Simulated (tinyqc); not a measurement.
Levels against anisotropy: donor in an ellipsoidal valley (Kohn-Luttinger variational method). Computed by tinyqc, a small Python program. Command: `OMP_NUM_THREADS=1 python tinyqc.py 3006134 3006135 out.jsonl kohnlutt walk`. One thread of a shared host (Intel(R) Xeon(R) Processor @ 2.30GHz), about 0.04 s of CPU time with the checks.

H = -(d^2/dx^2 + d^2/dy^2) - gamma d^2/dz^2 - 2/r in units built on m_t, with gamma = m_t/m_l and z along the valley axis. One valley; no valley-orbit or central-cell term.

Inputs (values chosen for the exercise, modelled on 3C-SiC): transverse mass m_t = 0.251 m_0; longitudinal mass m_l = 0.691 m_0; dielectric constant eps = 9.63.

Constants: Ry = 13.605693123 eV; a_0 = 0.529177210903 angstrom.

Method:
- Ry* = Ry m_t/eps^2, a* = a_0 eps/m_t, gamma = m_t/m_l.
- Trial function exp(-sqrt((x^2 + y^2)/a^2 + z^2/b^2)) with beta = b/a < 1: E = t/a^2 - u/a, t = (2 + gamma/beta^2)/3, u = 2 arcsin(sqrt(1 - beta^2))/sqrt(1 - beta^2); the best a is 2 t/u and E(beta) = -u^2/(4 t).
- The trial energy is minimised over beta by golden section from 0.05 to 0.999, 60 steps.
- Gaussian basis: g = P exp(-al (x^2 + y^2) - be z^2) with P = 1 (s-like), z (2p0) or x (2p+-); al = 0.004 x 2.6^k, k = 0..11, and be/al = 1, gamma^(-1/2) or 1/gamma (36 functions); 1/r = (2/sqrt(pi)) int exp(-t^2 r^2) dt by 48 Gauss-Legendre points after t = sqrt(al_i + al_j) tan(theta); overlap eigenvalues below 1e-10 are dropped.

gamma = 0.363242

Binding energies (Ry*):

| gamma | 1s, trial | 1s, Gaussians | 2p0 | 2p+- |
|---|---|---|---|---|
| 0.091 | 1.8735 | 1.8799 | 0.82071 | 0.35059 |
| 0.180 | 1.6193 | 1.6220 | 0.61540 | 0.32657 |
| 0.360 | 1.3609 | 1.3616 | 0.44100 | 0.29816 |
| 0.510 | 1.2340 | 1.2342 | 0.36716 | 0.28248 |
| 0.540 | 1.2135 | 1.2137 | 0.35592 | 0.27983 |
| 0.720 | 1.1119 | 1.1120 | 0.30305 | 0.26616 |
| 0.900 | 1.0354 | 1.0354 | 0.26618 | 0.25524 |

What does the comparison show, and why?

As gamma falls from 0.9 to 0.091, 1s deepens from 1.035 to 1.880 Ry*, on the way from the hydrogen value 1 to the two-dimensional limit 4; 2p+- moves from 0.255 to 0.351 (limits 1/4 and 4/9), while 2p0 climbs from 0.266 to 0.821 and joins 1s as gamma tends to 0. Near gamma = 1 the trial function is almost exact and can pass the Gaussian basis, whose own error is about 3e-5 Ry*.

Extremes, crossings and ranges named in words are read from the listed rows.
